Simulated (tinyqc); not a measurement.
Plane-wave Kohn-Sham cycle with exchange-only LDA in a layered model solid, step by step. One step of it, computed by the program tinyqc.

Problem. Iteration 2: potential. V_H(G) = 4 pi rho(G)/G^2 for G != 0 (uniform background); v_x = -(3 rho/pi)^(1/3); V = V_ext + V_H + v_x; Fourier components f(G_m) = (1/N) sum_j f(x_j) exp(-i G_m x_j).

A solid whose potential varies along x alone (atomic units):
```
parameter,value
period a,11.800000
cross-section of the cell,30.000000
electrons per cell,2
grid points,16
"plane waves -n..n, n",2
k points,3
V1 in V1 cos(2 pi x/a),-0.690000
V2 in V2 cos(4 pi x/a),-0.030000
```

density after iteration 1 (e/bohr^3): 0.01394595  0.01213054  0.00816693  0.00478412  0.00321548  0.00285577  0.00282560  0.00282844  0.00283578  0.00282844  0.00282560  0.00285577  0.00321548  0.00478412  0.00816693  0.01213054

Give: Potentials on the grid; V(G_m), m = 0, 1, 2, ....

Solution.

Potentials on the grid (hartree):
```
x,V_ext,V_H,v_x,V
0.0000,-0.7200,0.2403,-0.2370,-0.7168
0.7375,-0.6587,0.2130,-0.2263,-0.6719
1.4750,-0.4879,0.1427,-0.1983,-0.5435
2.2125,-0.2428,0.0548,-0.1659,-0.3539
2.9500,0.0300,-0.0282,-0.1453,-0.1436
3.6875,0.2853,-0.0954,-0.1397,0.0502
4.4250,0.4879,-0.1436,-0.1392,0.2051
5.1625,0.6163,-0.1725,-0.1393,0.3045
5.9000,0.6600,-0.1821,-0.1394,0.3385
6.6375,0.6163,-0.1725,-0.1393,0.3045
7.3750,0.4879,-0.1436,-0.1392,0.2051
8.1125,0.2853,-0.0954,-0.1397,0.0502
8.8500,0.0300,-0.0282,-0.1453,-0.1436
9.5875,-0.2428,0.0548,-0.1659,-0.3539
10.3250,-0.4879,0.1427,-0.1983,-0.5435
11.0625,-0.6587,0.2130,-0.2263,-0.6719
```

V(G_m), m = 0, 1, 2, ... (hartree): -0.1678  -0.2642  -0.0113  0.0002  0.0007
